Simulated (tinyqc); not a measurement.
Inside a calculation. Method: coupled-perturbed Hartree-Fock on RHF in the sto-6g basis, for H2, spin multiplicity 1. The polarisability along this axis is zero because the basis has no function that the field can mix in; the real value is not. One step of it, computed by the program tinyqc.

Task: Iteration 3 (converged): orbitals. Diagonalise F' = X^T F X, C = X C', fill 1 alpha and 1 beta electrons from the bottom; D = 2 C_occ C_occ^T. Each column has its largest component positive (the first on a tie).

converged F (hartree):
```
,1H 1s,2H 1s
1H 1s,-0.322686,-0.554591
2H 1s,-0.554591,-0.322686
```

X:
```
,1,2
1H 1s,1.120941,0.558655
2H 1s,-1.120941,0.558655
```

Give: F' = X^T F X; orbital energies; coefficients C; D after iteration 3.

Result:

F' = X^T F X (hartree):
```
,1,2
1,0.5828,0.0000
2,0.0000,-0.5476
```

orbital energies (hartree): MO1 -0.5476, MO2 0.5828

coefficients C:
```
,MO1,MO2
1H 1s,0.5587,1.1209
2H 1s,0.5587,-1.1209
```

D after iteration 3:
```
,1H 1s,2H 1s
1H 1s,0.6242,0.6242
2H 1s,0.6242,0.6242
```
